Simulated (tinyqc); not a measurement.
Interface states from two metals.

Problem. Schottky barriers follow phi = S (pM - chi) + (1 - S) E0, S = 1/(1 + q Ds dl/(eps0 ei)). Find S, E0 and Ds.

Inputs (values chosen for the exercise); material values close to those of gallium nitride: electron affinity chi = 4.07 eV; thickness of the interface layer dl = 0.43 nm; its relative permittivity ei = 3.2.

Constants: q = 1.602176634e-19 C, eps0 = 8.8541878128e-14 F/cm where lengths are in cm. Results are converted to the units shown.

phi for pM = 4.23 and 4.98 eV (eV): [0.49812147, 1.0111204]

Answer. The slope is S, and either point then gives E0.

S = 0.684
E0 = 1.23 eV
Ds = 1.90e13 cm^-2 eV^-1

Computed by the program tinyqc: `OMP_NUM_THREADS=1 python tinyqc.py 2430047 2430048 out.jsonl`, one thread of a shared Intel Xeon 2.30GHz, about 0.01 s for the whole run.
